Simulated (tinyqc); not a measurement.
Time-dependent dielectric breakdown: cell percolation, Weibull statistics, area scaling and voltage extrapolation. Inputs raised by 5 %, one at a time. Computed by tinyqc, a small Python program. Command: `OMP_NUM_THREADS=1 python tinyqc.py 3020585 3020586 out.jsonl tddb sens`. One thread of a shared host (Intel(R) Xeon(R) Processor @ 2.30GHz), about 0.01 s of CPU time with the checks.

The oxide is divided into columns of area a^2, each holding m = t_ox/a cells (m is taken as continuous). A share lambda(t) = (t/t_1)^alpha of the cells is defective, and a column whose cells are all defective breaks down.

Inputs (values chosen for the exercise, for a model gate oxide):

| quantity | value | unit |
|---|---|---|
| oxide thickness t_ox | 5 | nm |
| defect cell size a | 1.6 | nm |
| exponent alpha of defect growth | 0.72 | - |
| time t_1 at which the occupied share would reach 1 | 56000 | s |
| test area A | 6 | um^2 |
| product area A_u | 900000 | um^2 |
| stress voltage V | 6.3 | V |
| use voltage V_u | 3.9 | V |
| local exponent n = -d ln t/d ln V at the stress voltage | 40 | - |
| activation energy E_a | 0.74 | eV |
| stress temperature T | 150 | C |
| use temperature T_u | 55 | C |
| allowed failure fraction F | 0.0001 | - |

Voltage law used: power.

Constants: k_B = 8.617333262e-05 eV/K.

Method:
- Failure fraction F = 1 - (1 - lambda^m)^N with N = A/a^2 columns, which for small lambda^m is 1 - exp(-(t/t63)^beta) with beta = alpha m and t63 = t_1 N^(-1/beta); critical share lambda(t63) = N^(-1/m). 1 um^2 = 1e6 nm^2.
- All three voltage laws share the slope n at the stress voltage. Factor t(V_u)/t(V): E law exp(n (1 - V_u/V)); 1/E law exp(n (V/V_u - 1)); power law (V/V_u)^n.
- Temperatures in kelvin are T(C) + 273.15.
- Temperature factor exp[(E_a/k_B)(1/T_u - 1/T)]; area factor (A/A_u)^(1/beta); percentile factor (-ln(1 - F))^(1/beta); life = t63 x all four; 1 year = 3.15576e7 s.

Runs:

| input moved | from | to | characteristic life t63 (s) | Weibull slope beta | projected life (years) | critical share of defective cells |
|---|---|---|---|---|---|---|
| base run | - | - | 82.63 | 2.250 | 16.68 | 0.009154 |
| defect cell size a (nm) | 1.6 | 1.68 | 62.42 | 2.143 | 7.88 | 0.007481 |
| time t_1 at which the occupied share would reach 1 (s) | 56000 | 58800 | 86.76 | 2.250 | 17.52 | 0.009154 |
| test area A (um^2) | 6 | 6.3 | 80.85 | 2.250 | 16.68 | 0.009013 |
| product area A_u (um^2) | 900000 | 945000 | 82.63 | 2.250 | 16.33 | 0.009154 |
| local exponent n = -d ln t/d ln V at the stress voltage | 40 | 42 | 82.63 | 2.250 | 43.54 | 0.009154 |
| activation energy E_a (eV) | 0.74 | 0.777 | 82.63 | 2.250 | 22.38 | 0.009154 |
| allowed failure fraction F | 0.0001 | 0.000105 | 82.63 | 2.250 | 17.05 | 0.009154 |

Exponents ln(y'/y) / ln(x'/x):

| input | characteristic life t63 | Weibull slope beta | projected life | critical share of defective cells |
|---|---|---|---|---|
| defect cell size a | -5.747 | -1 | -15.370 | -4.138 |
| time t_1 at which the occupied share would reach 1 | 1.000 | 0 | 1.000 | 0.000 |
| test area A | -0.444 | 0 | 0.000 | -0.320 |
| product area A_u | 0.000 | 0 | -0.444 | 0.000 |
| local exponent n = -d ln t/d ln V at the stress voltage | 0.000 | 0 | 19.659 | 0.000 |
| activation energy E_a | 0.000 | 0 | 6.021 | 0.000 |
| allowed failure fraction F | 0.000 | 0 | 0.444 | 0.000 |

Which inputs matter most for each result?

Among the inputs moved here: characteristic life t63 answers most in size to defect cell size a (exponent -5.747), next to time t_1 at which the occupied share would reach 1 (+1.000); its exponent is below 0.0005 for product area A_u, local exponent n = -d ln t/d ln V at the stress voltage, activation energy E_a, allowed failure fraction F. Weibull slope beta answers most in size to defect cell size a (exponent -1.000); its exponent is below 0.0005 for time t_1 at which the occupied share would reach 1, test area A, product area A_u, local exponent n = -d ln t/d ln V at the stress voltage, activation energy E_a, allowed failure fraction F. Its exponent -1.000 in defect cell size a: beta = alpha t_ox/a. Projected life answers most in size to local exponent n = -d ln t/d ln V at the stress voltage (exponent +19.659), next to defect cell size a (-15.370); its exponent is below 0.0005 for test area A. Its exponent +1.000 in time t_1 at which the occupied share would reach 1: t_1 sets the clock. Its exponent 0.000 in test area A: the test area cancels when the slope is known exactly. Critical share of defective cells answers most in size to defect cell size a (exponent -4.138), next to test area A (-0.320); its exponent is below 0.0005 for time t_1 at which the occupied share would reach 1, product area A_u, local exponent n = -d ln t/d ln V at the stress voltage, activation energy E_a, allowed failure fraction F.

Caution (all rows): t_1 is an input here; in a real oxide it changes with thickness at fixed voltage.
